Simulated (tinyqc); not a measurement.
Length of a polyene: Hueckel, PPP and singles CI along the polyenes. Computed by the program tinyqc. Hueckel uses the same beta without repulsion; CIS keeps all single excitations and so misses the low, doubly excited 2Ag state. W is the valence ionisation energy of a centre, MN the Mataga-Nishimoto formula, f the oscillator strength.

All-trans chains of carbon centres 1.40 angstrom apart:

| parameter | value |
|---|---|
| beta (eV), times 1 +/- alternation | -2.610000 |
| alternation | 0.100000 |
| W (eV) | 11.160000 |
| gamma_rr (eV) | 10.000000 |
| repulsion formula | Ohno |

Gaps and excitations (eV):

| centres | Hueckel gap | PPP orbital gap | bright singlet (CIS) | f | lowest triplet (CIS) |
|---|---|---|---|---|---|
| 2 | 5.7420 | 12.9119 | 7.1570 | 0.6136 | 4.3270 |
| 4 | 3.8549 | 10.3085 | 5.6224 | 1.1241 | 3.1794 |
| 8 | 2.5054 | 8.2509 | 4.2131 | 1.9618 | 2.3453 |
| 10 | 2.1953 | 7.7615 | 3.8472 | 2.3264 | 2.1750 |
| 12 | 1.9818 | 7.4264 | 3.5888 | 2.6696 | 2.0675 |
| 14 | 1.8266 | 7.1866 | 3.3997 | 2.9994 | 1.9960 |

Estimate the missing row, centres = 6.

Computed row:
```
centres  Hueckel gap  PPP orbital gap  bright singlet (CIS)       f  lowest triplet (CIS)
6             2.9922           9.0113                4.7563  1.5650                2.6352
```

The Hueckel gap tends to 4 x alternation x |beta| = 1.04 eV for long chains. Exchange opens the PPP orbital gap, and the attraction of electron and hole brings the bright state 3.79 eV below it at 14 centres; the triplet lies 1.40 eV lower still.
